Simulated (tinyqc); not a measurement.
Band edges of strained Si(1-x)Ge(x) on relaxed Si(1-y)Ge(y): sweeps and comparisons. A value that a table varies takes the place of the one given here.

Values are linear in the Ge fraction but for ED(x) = linear - CD x (1 - x) and a(x) = linear - Ca x (1 - x). Energies are on the common scale of Ev.

Coherent growth on a (001) face: e_par = (a(y) - a(x))/a(x), e_perp = -2 (C12/C11) e_par; exx = eyy = e_par, ezz = e_perp, no shear.

A valley with unit axis u lies at Ev + gap + (av + a_valley) tr(e) + Xu (u.e.u - tr(e)/3); the Delta axes are x, y, z and the L axes [111], [1-1-1], [-11-1], [-1-11]. The second-order shift of the Delta valleys under shear is left out; it lowers the pair normal to the sheared plane by tens of meV at a shear of 1 %.

Valence edges: Ev plus the levels of the 6 x 6 matrix of X, Y, Z times spin with -Dso/3 + l exx + m (eyy + ezz) on the diagonal (cyclic), n exy off it, l = av + 2 b, m = av - b, n = sqrt(3) d. Spin-orbit term (Dso/3) L.sigma on X, Y, Z with (L_k)_ij = -i epsilon_kij: <X+|H|Y+> = -i Dso/3, <X+|H|Z-> = Dso/3, <Y+|H|Z-> = -i Dso/3, <Z+|H|X-> = -Dso/3, <Z+|H|Y-> = i Dso/3, <X-|H|Y-> = i Dso/3, and their conjugates; + and - are the spin along z.

Coherent growth: e_par = (a(y) - a(x))/a(x). (001): e_perp = -2 (C12/C11) e_par; exx = eyy = e_par, ezz = e_perp, no shear. (111): e_perp = -(2 C11 + 4 C12 - 4 C44)/(C11 + 2 C12 + 4 C44) e_par; exx = eyy = ezz = (2 e_par + e_perp)/3 and exy = eyz = ezx = (e_perp - e_par)/3. (110): e_perp = -(C11 + 3 C12 - 2 C44)/(C11 + C12 + 2 C44) e_par; exx = eyy = (e_par + e_perp)/2, ezz = e_par, exy = (e_perp - e_par)/2, eyz = ezx = 0.

Parameters, chosen for this exercise (end members near Si and Ge, in this order; not measured data): a = (5.439, 5.654) angstrom (lattice constant); Dso = (0.044, 0.287) eV (spin-orbit splitting); av = (2.45, 1.24) eV (valence hydrostatic potential); b = (-2.1, -2.53) eV (tetragonal shear potential); d = (-4.84, -5.23) eV (trigonal shear potential); C11 = (168.1, 128) GPa; C12 = (63.1, 48.8) GPa; C44 = (79.5, 66.2) GPa; Ev = (0, 0.63) eV (top of the unstrained valence band); ED = (1.142, 0.94) eV (gap to the Delta valleys); EL = (1.988, 0.739) eV (gap to the L valleys); aD = (1.7, 1.32) eV (hydrostatic potential of the Delta gap); aL = (-2.85, -2.85) eV (hydrostatic potential of the L gap); XuD = (9.17, 9.76) eV (uniaxial potential, Delta); XuL = (15.91, 15.61) eV (uniaxial potential, L); CD = 0.23 eV (bowing of the Delta gap); Ca = 0.025 angstrom (bowing of the lattice constant); face = 001 (growth face); y = 0.55 (Ge fraction of the relaxed buffer); x = 0.94 (Ge fraction of the layer).

## Composition of the layer

The buffer is kept. dEc = Ec(buffer) - Ec(layer), dEv = Ev(layer) - Ev(buffer); buffer edges Ev(y) and Ev(y) + min(ED, EL). The digit behind Delta or L counts whole valleys.

Results:

| x | e_par (%) | lowest valleys | gap (eV) | next valleys above (meV) | valence splitting (meV) | dEc (eV) | dEv (eV) |
|---|---|---|---|---|---|---|---|
| 0.00 | 2.06 | Delta2 | 0.827 | 331 | 214 | 0.292 | -0.145 |
| 0.14 | 1.55 | Delta2 | 0.852 | 252 | 157 | 0.238 | -0.116 |
| 0.29 | 1.00 | Delta2 | 0.890 | 163 | 96 | 0.165 | -0.081 |
| 0.43 | 0.47 | Delta2 | 0.934 | 77 | 41 | 0.082 | -0.042 |
| 0.57 | -0.08 | Delta4 | 0.961 | 13 | 6 | -0.002 | 0.014 |
| 0.71 | -0.63 | Delta4 | 0.877 | 107 | 46 | -0.019 | 0.115 |
| 0.86 | -1.24 | Delta4 | 0.795 | 109 | 82 | -0.049 | 0.228 |
| 1.00 | -1.82 | L4 | 0.722 | 3 | 111 | -0.085 | 0.337 |

The gap is 0.827 eV in the first row and 0.722 eV in the last, with its largest listed value, 0.961 eV, at x = 0.57. The lowest valleys change: Delta2 to Delta4 between x = 0.43 and 0.57, Delta4 to L4 between x = 0.86 and 1.00. Per 0.1 of x the valence offset moves by +48 meV on average; the conduction offset lies between -85 and +292 meV. Electrons and holes sit on opposite sides in every row (type II). Offsets below about 30 meV are within the spread of parameter sets, so those rows do not settle the type. Strains above 2 % can be kept only in layers of a few nanometres.

## Composition of the buffer

The layer is kept. dEc = Ec(buffer) - Ec(layer), dEv = Ev(layer) - Ev(buffer); buffer edges Ev(y) and Ev(y) + min(ED, EL). The digit behind Delta or L counts whole valleys.

Results:

| y | e_par (%) | lowest valleys | gap (eV) | next valleys above (meV) | valence splitting (meV) | dEc (eV) | dEv (eV) |
|---|---|---|---|---|---|---|---|
| 0.39 | -2.18 | Delta4 | 0.683 | 112 | 118 | -0.081 | 0.407 |
| 0.48 | -1.84 | Delta4 | 0.722 | 75 | 109 | -0.076 | 0.341 |
| 0.56 | -1.53 | Delta4 | 0.759 | 42 | 98 | -0.068 | 0.282 |
| 0.65 | -1.18 | Delta4 | 0.800 | 4 | 82 | -0.057 | 0.216 |
| 0.74 | -0.82 | L4 | 0.807 | 36 | 62 | -0.007 | 0.149 |
| 0.83 | -0.46 | L4 | 0.810 | 75 | 37 | 0.050 | 0.082 |
| 0.91 | -0.13 | L4 | 0.813 | 112 | 11 | 0.016 | 0.022 |
| 1.00 | 0.25 | L4 | 0.793 | 109 | 23 | -0.032 | -0.022 |

The gap is 0.683 eV in the first row and 0.793 eV in the last, with its largest listed value, 0.813 eV, at y = 0.91: it peaks near the match y = x, since strain of either sign narrows it. The lowest valleys change: Delta4 to L4 between y = 0.65 and 0.74. Per 0.1 of y the valence offset moves by -70 meV on average; the conduction offset lies between -81 and +50 meV, not monotonically. Both carriers sit on one side for y = 0.83, 0.91 and 1.00, and on opposite sides elsewhere. Offsets below about 30 meV are within the spread of parameter sets, so those rows do not settle the type. Strains above 2 % can be kept only in layers of a few nanometres.

## The same layer on three faces

dEc = Ec(buffer) - Ec(layer), dEv = Ev(layer) - Ev(buffer); buffer edges Ev(y) and Ev(y) + min(ED, EL). The digit behind Delta or L counts whole valleys.

Results:

| face | e_par (%) | lowest valleys | gap (eV) | next valleys above (meV) | valence splitting (meV) | dEc (eV) | dEv (eV) | Delta spread (meV) | L spread (meV) |
|---|---|---|---|---|---|---|---|---|---|
| (001) | -1.57 | Delta4 | 0.754 | 46 | 99 | -0.069 | 0.289 | 269 | 0 |
| (111) | -1.57 | L3 | 0.745 | 94 | 96 | -0.049 | 0.278 | 0 | 302 |
| (110) | -1.57 | L2 | 0.696 | 69 | 97 | -0.003 | 0.281 | 112 | 240 |

On (001) only the Delta valleys split (269 meV), on (111) only the L valleys (302 meV), on (110) both (112 and 240 meV). The lowest valleys are Delta4 on (001), L3 on (111) and L2 on (110); the smallest gap is 0.696 eV on (110) and the largest 0.754 eV on (001).

## What each parameter does

dEc = Ec(buffer) - Ec(layer), dEv = Ev(layer) - Ev(buffer); buffer edges Ev(y) and Ev(y) + min(ED, EL). Each row changes one parameter from the base and keeps the others.

Results:

| case | gap (eV) | valence splitting (meV) | dEc (eV) | dEv (eV) |
|---|---|---|---|---|
| base | 0.7540 | 99.0 | -0.0695 | 0.2895 |
| x = 0.91 | 0.7690 | 92.8 | -0.0612 | 0.2661 |
| y = 0.58 | 0.7676 | 94.4 | -0.0662 | 0.2673 |
| CD = 0.28 eV | 0.7511 | 99.0 | -0.0790 | 0.2895 |
| aD = (1.955, 1.518) eV | 0.7500 | 99.0 | -0.0655 | 0.2895 |
| av = (2.818, 1.426) eV | 0.7540 | 99.0 | -0.0656 | 0.2856 |
| aL = (-3.278, -3.278) eV | 0.7540 | 99.0 | -0.0695 | 0.2895 |
| XuL = (18.296, 17.952) eV | 0.7540 | 99.0 | -0.0695 | 0.2895 |
| Ev = (0, 0.724) eV | 0.7540 | 99.0 | -0.1061 | 0.3261 |

The largest shifts from the base row, up to three for each result and ties (the steps differ in size, so this ranks the rows, not the parameters). gap (eV): x +0.0151, y +0.0137, aD -0.0039; unchanged at the printed digits by av, aL, XuL and Ev. valence splitting (meV): x -6.2, y -4.7; unchanged at the printed digits by CD, aD, av, aL, XuL and Ev. dEc (eV): Ev -0.0367, CD -0.0096, x +0.0083; unchanged at the printed digits by aL and XuL. dEv (eV): Ev +0.0367, x -0.0234, y -0.0221; unchanged at the printed digits by CD, aD, aL and XuL. The lowest valleys of the layer are Delta4, so among the conduction-band potentials only those of that family reach the gap and dEc; the buffer is unstrained. A shift large enough to swap the lowest family would change that.

(tinyqc, `OMP_NUM_THREADS=1 python tinyqc.py 1050261 1050262 out.jsonl`, Intel(R) Xeon(R) Processor @ 2.30GHz, 1 thread, shared host, about 0.02 s.)
